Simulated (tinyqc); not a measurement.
Inversion-layer mobility, back-scattering and ballistic limit of a field-effect transistor: one step, computed by the program tinyqc. Command: `OMP_NUM_THREADS=1 python tinyqc.py 3014354 3014355 out.jsonl mos walk`. One thread of a shared host (Intel(R) Xeon(R) Processor @ 2.30GHz), about 0.01 s of CPU time with the checks.

The charge at the top of the source barrier is fixed by the gate; series resistance and short-channel effects are left out. F_j are Fermi integrals normalised to exp(eta) in the classical limit.

Task: Back-scattering. F_j(eta) = (1/Gamma(j + 1)) int_0^infinity x^j/(1 + exp(x - eta)) dx, F_0 = ln(1 + exp(eta)). Integrals over x = E/(k_B T) use 160 Gauss-Legendre points in u = sqrt(x) from 0 to sqrt(max(eta, 0) + 32). Ballistic channel: N_2D = g_v m k_B T/(pi hbar^2), U = e V_D/(k_B T); eta_F solves N_inv = (N_2D/2)[F_0(eta_F) + F_0(eta_F - U)]; v_T = sqrt(2 k_B T/(pi m)); I/W = e (N_2D/2) v_T [F_1/2(eta_F) - F_1/2(eta_F - U)]; injection velocity v_T F_1/2(eta_F)/F_0(eta_F). Mean free path lambda = (2 k_B T/e)(mu/v_T) F_0(eta_0)/F_-1/2(eta_0), with eta_0 from N_inv = N_2D F_0(eta_0); critical length l = L (1 + U)^(-a), an empirical rule; back-scattering r = l/(l + lambda). Then eta solves N_inv = (N_2D/2)[(1 + r) F_0(eta) + (1 - r) F_0(eta - U)] and I/W = e (N_2D/2) v_T (1 - r)[F_1/2(eta) - F_1/2(eta - U)]. Ballistic ratio: I over the ballistic current. Apparent mobility 1/(1/mu + 1/mu_B), mu_B = mu L/lambda.

Inputs (values chosen for the exercise, modelled on a germanium p-channel): transport mass m = 0.21 m_0; valley degeneracy g_v = 1; gate overdrive V_G - V_T = 0.7 V; drain voltage V_D = 1.2 V; channel length L = 910 nm; exponent a of the critical length = 0.66; temperature T = 400 K.

Statistics at the top of the barrier: Fermi-Dirac.

inversion density N_inv = 4.714667e+12 1/cm^2

effective mobility mu = 207.8863 cm^2/(V s)

Constants: m_0 = 9.1093837015e-31 kg; k_B = 1.380649e-23 J/K; hbar = 1.054571817e-34 J s; k_B = 8.617333262e-05 eV/K; e = 1.602176634e-19 C.

Give: eta_0; mean free path lambda; critical length l; back-scattering coefficient r; current I/W; ballistic ratio; apparent low-field mobility.

Result:

eta_0 = 1.3231

mean free path lambda = 14.075 nm

critical length l = 85.777 nm

back-scattering coefficient r = 0.85904

current I/W = 97.590 microampere/micrometre

ballistic ratio = 0.064268

apparent low-field mobility = 204.72 cm^2/(V s)

L/lambda = 64.65, but at this drain voltage only the first 85.8 nm can return a carrier to the source, so the device works at 6 % of its ballistic limit. Caution: the current exceeds the long-channel drift law, so the empirical rule for l, meant for short channels, is too generous here.
